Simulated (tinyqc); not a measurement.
From results to parameters: Luttinger model of the valence bands. Computed by the program tinyqc.

Problem. In the four-band Luttinger model 1/m = g1 -/+ 2 g2 along [100] and g1 -/+ 2 g3 along [111]. Find g1, g2, g3 and the light hole mass along [111].

heavy and light hole masses along [100] (electron masses): 0.438596  0.099206
heavy hole mass along [111] = 0.347222 electron masses

Solution. The mean of the two inverse masses along [100] is g1 and a quarter of their difference is g2; g3 = (g1 - 1/m_hh[111])/2.

g1, g2, g3: 6.180  1.950  1.650
light hole mass along [111] = 0.1055 electron masses
